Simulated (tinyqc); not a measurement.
Contact resistivity and sheet resistance from two contact lengths.

Question. Rc = [sqrt(rc Rsh)/Wc] coth(Lc/(2 LT)), LT = sqrt(rc/Rsh), Wc = 30 nm; the second contact is twice as long as the first. Find LT, rc and Rsh.

Rc for Lc = 36 and 72 nm (ohm): 504.220144  309.955176

Answer. With t = tanh(Lc/(2 LT)) for the shorter contact, the resistance of the longer over that of the shorter is (1 + t^2)/2. Then sqrt(rc Rsh) = Rc t Wc, and rc and Rsh follow by multiplying and dividing by LT.

LT = 34.50 nm
rc = 2.500e-9 ohm cm^2
Rsh = 210.0 ohm

Computed by the program tinyqc: `OMP_NUM_THREADS=1 python tinyqc.py 2170166 2170167 out.jsonl`, one thread of a shared Intel Xeon 2.30GHz, about 0.08 s for the whole run.
